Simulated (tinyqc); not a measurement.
Recursion (Haydock) method for the local density of states: impurity site of a square lattice: one step. The continued fraction at one energy.

One orbital a site at energy 0, hopping -t to the 4 nearest neighbours of a square lattice; the start u0 is a site in the bulk, with energy V. Recursion: a_n = <u_n|H|u_n>, b_(n+1) u_(n+1) = (H - a_n) u_n - b_n u_(n-1), b > 0. G(z) = 1/(z - a0 - b1^2/(z - a1 - b2^2/(...))), z = E + i eta. After n levels the tail is b_n^2 T with the square-root terminator T = (z - sqrt(z - 2b) sqrt(z + 2b))/(2 b^2), b = 2t so that the band edges lie at -/+ 4t.

Values chosen for the exercise:
- t = 1.48 eV (hopping)
- E = -2.99 eV (energy)
- eta = 0.074 eV (broadening)

Coefficients:
```
n   a_n (eV)  b_(n+1) (eV)  b_(n+1)^2/t^2
0  -8.500000     2.9600000       4.000000
1   0.000000     3.3093806       5.000000
2   0.000000     2.8850511       3.800000
3   0.000000     3.0708710       4.305263
4   0.000000     2.9125302       3.872732
5   0.000000     3.0219576       4.169205
```

Task: Start from the terminator and work up: G_i = 1/(z - a_i - S_i), S_i = b_(i+1)^2 G_(i+1), with T in place of G_n. The density is -Im G_0/pi.

Give: Levels of the fraction; local density of states.

Result:

Levels of the fraction:
```
i         S_i (eV)       G_i (1/eV)
5  -1.5357-2.6246i  -0.1548-0.2872i
4  -1.3128-2.4359i  -0.1840-0.2754i
3  -1.7356-2.5974i  -0.1440-0.3067i
2  -1.1988-2.5529i  -0.1772-0.2599i
1  -1.9405-2.8459i  -0.1090-0.3033i
0  -0.9551-2.6574i   0.1313-0.0555i
```

local density of states = 0.0177 1/eV

A direct sum over the zone gives 0.0179 1/eV at the same z; 6 levels miss it by -1.2 %. V binds a level outside the band, at -9.56 eV, which takes 87 % of the weight of this site and so lowers its total weight inside the band.

Program tinyqc; command `OMP_NUM_THREADS=1 python tinyqc.py 1451523 1451524 out.jsonl`; about 0.01 s on one thread of a shared Intel(R) Xeon(R) Processor @ 2.30GHz.
